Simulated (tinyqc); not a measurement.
Kronig-Penney superlattice by transfer matrices: one step. Layer matrices at one energy. Two cases, with inputs chosen for the exercise.

Problem. Form the matrix of the well and of the barrier at E.

Wells (width a, potential 0, mass mw) alternate with barriers (width b, height V0, mass mb); period d = a + b; c = hbar^2/2m0. The vector (psi, psi'/m) is continuous, and a layer of thickness t carries it by M = [[cos kt, (m/k) sin kt], [-(k/m) sin kt, cos kt]] with k = sqrt(m (E - V)/c); for E < V, k = i kappa gives [[cosh, (m/kappa) sinh], [(kappa/m) sinh, cosh]] of kappa t. A Bloch state obeys cos(q d) = tr(Mb Mw)/2.

Constants: hbar^2/2m0 = 3.80998211 eV angstrom^2.

Case 1.

Values chosen (near those of a GaAs superlattice with barriers of AlGaAs; not measured data): a = 94 angstrom (well width); b = 24 angstrom (barrier width); V0 = 0.3 eV (barrier height); mw = 0.0689 m0 (mass in the wells); mb = 0.0977 m0 (mass in the barriers); E = 0.1312 eV (trial energy).

Case 2.

Values chosen (near those of the light valleys of a Si film between layers of SiO2; not measured data): a = 20 angstrom (well width); b = 6 angstrom (barrier width); V0 = 3.258 eV (barrier height); mw = 0.192 m0 (mass in the wells); mb = 0.492 m0 (mass in the barriers); E = 0.8047 eV (trial energy).

Give: k in the well; kappa in the barrier; Mw (angstrom units); Mb (angstrom units).

Solution.

Case 1.

k in the well = 0.04871 1/angstrom
kappa in the barrier = 0.06579 1/angstrom

Mw (angstrom units):
```
,1,2
1,-0.13328,-1.4019
2,0.70065,-0.13328
```

Mb (angstrom units):
```
,1,2
1,2.5282,3.4481
2,1.5636,2.5282
```

Case 2.

k in the well = 0.20138 1/angstrom
kappa in the barrier = 0.56285 1/angstrom

Mw (angstrom units):
```
,1,2
1,-0.63258,-0.73844
2,0.81231,-0.63258
```

Mb (angstrom units):
```
,1,2
1,14.660,12.785
2,16.733,14.660
```

Computed by tinyqc, one run a case: `OMP_NUM_THREADS=1 python tinyqc.py N N+1 out.jsonl` with N = 1281291, 1281660; one thread of a shared Intel(R) Xeon(R) Processor @ 2.30GHz, about 0.05 s a run at most.
